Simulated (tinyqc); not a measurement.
Inside a calculation. Model: out-diffusion of a doped substrate or buried layer into a growing epitaxial film. Computed by tinyqc, a small Python program that keeps every step. Command: `OMP_NUM_THREADS=1 python tinyqc.py 3012574 3012575 out.jsonl buried walk`. One thread of a shared host (Intel(R) Xeon(R) Processor @ 2.30GHz), about 0.01 s of CPU time with the checks. Intermediate numbers are printed to about 7 digits and carried at full precision; extremes and crossings named in words are read from the listed rows.

x is counted from the original substrate surface into the film, whose surface moves as x = v t. Substrate dopant has one diffusivity; the dopant of the film is taken as uniform.

Inputs (values chosen for the exercise, modelled on phosphorus in silicon):

| quantity | value | unit |
|---|---|---|
| prefactor D0 | 4.01 | cm^2/s |
| activation energy E | 3.66 | eV |
| substrate concentration C_s | 1.2e+18 | 1/cm^3 |
| film doping C_e | 1.6e+16 | 1/cm^3 |
| growth rate v | 0.61 | um/min |
| film thickness d | 0.46 | um |
| growth temperature T | 1075 | C |
| autodoping level at the start, as a share of C_s | 0.0001 | - |
| decay length of autodoping | 0.48 | um |
| later thermal budget (Dt)2 | 2e-10 | cm^2 |

Film doping: opposite type.

Constants: k_B = 8.617333262e-05 eV/K.

## Scales

D = D0 exp(-E/(k_B T)); growth time t = d/v; l = 2 sqrt(D t); growth number G = v t/l = d/l; 1 um = 1e-4 cm. Temperatures in kelvin are T(C) + 273.15.

diffusivity D = 8.336737e-14 cm^2/s

growth time t = 0.7540984 min

length l = 0.03884344 um

growth number G = 11.84241

The surface outruns diffusion, so the film acts as an infinite medium.

## Moving boundary against the simple erfc

For a surface that grows from dopant-free material and loses none by evaporation, with u = x/l and s = G - u: C/C_s = (1/2) [erfc(u) + (1 + 4 G (G + s)) exp(4 G s) erfc(G + s) - (4G/sqrt(pi)) exp(-u^2)]; for large G it tends to (1/2) erfc(u). Early in the growth G = sqrt(v x_s/(4 D)) for the thickness x_s reached so far; rows give C at the interface (u = 0) and at the surface (u = G).

The first stage of growth:

| G | C/C_s at the interface | C at the surface (1/cm^3) | simple erfc there (1/cm^3) | ratio | thickness x_s (nm) |
|---|---|---|---|---|---|
| 0.10 | 0.8240326 | 9.522872e+17 | 5.325223e+17 | 1.788258 | 3.280028e-02 |
| 0.25 | 0.6796730 | 6.589551e+17 | 4.342042e+17 | 1.517616 | 2.050017e-01 |
| 0.50 | 0.5771858 | 3.358307e+17 | 2.877001e+17 | 1.167294 | 8.200070e-01 |
| 0.75 | 0.5380755 | 1.579152e+17 | 1.733066e+17 | 0.911189 | 1.845016e+00 |
| 1.00 | 0.5209014 | 6.814815e+16 | 9.437952e+16 | 0.722065 | 3.280028e+00 |
| 1.50 | 0.5079422 | 9.631513e+15 | 2.033691e+16 | 0.473598 | 7.380063e+00 |
| 2.00 | 0.5037327 | 9.187729e+14 | 2.806641e+15 | 0.327357 | 1.312011e+01 |
| 2.50 | 0.5020203 | 5.776999e+13 | 2.441712e+14 | 0.236596 | 2.050017e+01 |
| 3.00 | 0.5012072 | 2.352345e+12 | 1.325430e+13 | 0.177478 | 2.952025e+01 |

At the interface the value falls from 0.824 towards 1/2 as G grows; among these rows it is within 1 % of 1/2 from G = 2 on. At the surface the ratio to the simple erfc goes from 1.788 to 0.177: a fixed wall would double the value, while fresh undoped material dilutes a fast-moving surface. The surface value drops below C_e = 1.6e16 by the row at 7.38 nm; the finished film has G = 11.8. Caution: rows with a thickness or a length l = x_s/G below about 1 nm are formal for a continuum model.

## Transition width

After growth and the later budget: l2 = 2 sqrt(D t + (Dt)2); C(x) = (C_s/2) erfc(x/l2) + share x C_s exp(-x/decay length) for x > 0 (autodoping taken as unchanged by the later budget). The transition x_t solves C(x) = C_e, the metallurgical junction. Usable film = d - x_t. Also give x_t for the erfc term alone, after growth and after the later budget.

length l2 = 0.2854975 um

x_t after growth, erfc alone = 0.06087564 um

x_t after the later budget, erfc alone = 0.4474331 um

x_t with autodoping = 0.4476656 um

usable film = 0.01233440 um

Solid-state diffusion sets the transition. The later budget is 53 times that of the growth. Caution: the transition comes within a diffusion length of the surface, so the surface matters and the simple erfc is rough.

## Profile in the film

Positions are 0.05, 0.2, 0.4, 0.6, 0.8, 1, 1.25 and 1.5 of x_t with autodoping (any beyond the film thickness are formal); net doping = |C - C_e|.

Concentrations (1/cm^3):

| x/x_t | x (um) | diffusion | autodoping | net doping |
|---|---|---|---|---|
| 0.05 | 0.0223833 | 5.470289e+17 | 1.145326e+14 | 5.311435e+17 |
| 0.20 | 0.0895331 | 3.944412e+17 | 9.958031e+13 | 3.785408e+17 |
| 0.40 | 0.1790662 | 2.250455e+17 | 8.263531e+13 | 2.091281e+17 |
| 0.60 | 0.2685994 | 1.100105e+17 | 6.857375e+13 | 9.407902e+16 |
| 0.80 | 0.3581325 | 4.563675e+16 | 5.690495e+13 | 2.969366e+16 |
| 1.00 | 0.4476656 | 1.595278e+16 | 4.722177e+13 | 0 |
| 1.25 | 0.5595820 | 3.343882e+15 | 3.740094e+13 | 1.261872e+16 |
| 1.50 | 0.6714984 | 5.280969e+14 | 2.962257e+13 | 1.544228e+16 |

Checks made by the program: conservation of dopant by the moving-boundary solution (relative difference below 1e-10).
